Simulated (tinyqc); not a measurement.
Polytypes by hexagonality, and a cubic inclusion as a quantum well, step by step. Values are carried at full precision from step to step, so a last printed digit may differ when a step is redone from the rounded ones.

A layer is h if its two neighbours in the periodic sequence sit on the same site, k otherwise; the hexagonality h is the share of h layers.

Constants: hbar^2/2m0 = 3.80998211 eV angstrom^2.

Inputs chosen for the exercise (of the order of those of InP; shifted at random, so the results belong to these values and not to a real crystal):
```
symbol  value           unit      meaning
E3      1.407           eV        gap of the cubic polytype
E2      1.481           eV        gap of 2H
Ev2     0.054           eV        valence top of 2H above that of 3C
P2      -0.0017         C/m^2     spontaneous polarisation of 2H
m       (0.078, 0.079)  m0        electron mass along c in the cubic layer and in the host
d       3.393           angstrom  thickness of a double layer
eps     12.6                      dielectric constant
N       24                        double layers in the cubic inclusion
```

## Hexagonality

Stacking sequences:
```
polytype               sequence
21R       ABCACBACABCBACBCABACB
9R                    ABCBCACAB
2H                           AB
4H                         ABCB
15R             ABCACBCABACABCB
```

Give the h/k string and h of each.

Hexagonality:
```
polytype             h/k string       h
21R       hkkhkkkhkkhkkkhkkhkkk  0.2857
9R                    hkhhkhhkh  0.6667
2H                           hh  1.0000
4H                         hkhk  0.5000
15R             hkkhkhkkhkhkkhk  0.4000
```

## Gaps and band edges

Gap: E3 + (E2 - E3) h. Valence top Ev2 h and polarisation P2 h, both counted from 3C; Ec = Ev + gap.

Evaluate for each polytype.

Results:
```
polytype  gap (eV)  Ev (eV)  Ec (eV)  P (C/m^2)
21R         1.4281   0.0154   1.4436   -0.00049
9R          1.4563   0.0360   1.4923   -0.00113
2H          1.4810   0.0540   1.5350   -0.00170
4H          1.4440   0.0270   1.4710   -0.00085
15R         1.4366   0.0216   1.4582   -0.00068
```

The widest gap is that of 2H, the narrowest that of 21R. Ev and Ec both rise with h, so 3C collects electrons and the more hexagonal side holes: a staggered line-up.

## The bound level without the field

A cubic inclusion of width L = N d in the host (h = 1) is a well of depth V = Ec(host) - Ec(3C). Square well with mass mismatch: k tan(k L/2) = (m_w/m_b) q, k = sqrt(m_w E/c), q = sqrt(m_b (V - E)/c), c = hbar^2/2m0, lowest root. The depth of the level, V - E, is its binding, and the transition to the valence top of the host is gap(host) - (V - E). The step in polarisation gives a field |F| = |P|/(eps eps0) in a thin inclusion, eps0 = 8.8541878e-12 F/m.

Give V, L, the level E, its depth below the host conduction edge and the transition to the valence top of the host, gap(host) - (V - E).

V = 0.1280 eV
L = 81.432 angstrom
E above the bottom = 0.0321 eV
depth below the host edge = 0.0959 eV
transition = 1.3851 eV

The level keeps 75 % of the well depth. The transition lies below the gap of 3C itself (1.407 eV), which only a staggered line-up allows.

## The polarisation field

Give |F|, the drop |F| L, the bound charge |P|/e per cm^2 (e = 1.602176634e-19 C), and, as a first estimate, the shift -|F| L/2 of the transition for an electron centred in the layer and a hole in the host on the high side.

|F| = 0.152 MV/cm
drop = 124.1 meV
bound charge = 1.06e+12 cm^-2
estimated shift = -62.0 meV

The drop is 97 % of the well depth. The host edge on the low side sinks by 62 meV against the centre, less than the 96 meV by which the flat well binds.

## Checks

- Square-well root against finite differences on a grid of 0.5 angstrom (eV): both 0.032.

Program tinyqc; command `OMP_NUM_THREADS=1 python tinyqc.py 1880081 1880082 out.jsonl`; about 0.08 s on one thread of a shared Intel(R) Xeon(R) Processor @ 2.30GHz.
